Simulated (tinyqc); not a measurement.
## Screening length from the swing

Inverse problem. In a simple model of a Schottky-barrier transistor a barrier thinner than d = 2.4 nm is transparent, so the effective barrier is pn - psi (1 - exp(-d/lam)) and the swing beyond flat band is Vt ln 10/(1 - exp(-d/lam)). Find the thermionic swing, lam, and the effective barrier at psi = 0.2 V.

Values chosen for this exercise: temperature T = 350 K; barrier for electrons at both contacts pn = 0.29 eV.

Constants: q = 1.602176634e-19 C, kB = 1.380649e-23 J/K, Vt = kB T/q. Results are converted to the units shown.

swing in the tunnelling range = 142.72492 mV/decade

Solution. The ratio of the two swings is 1 - exp(-d/lam).

Vt ln 10 = 69.4 mV/decade
lam = 3.60 nm
effective barrier = 0.193 eV

tinyqc, about 0.5 s, one thread, Intel Xeon 2.30GHz (shared host): `OMP_NUM_THREADS=1 python tinyqc.py 2390063 2390064 out.jsonl`
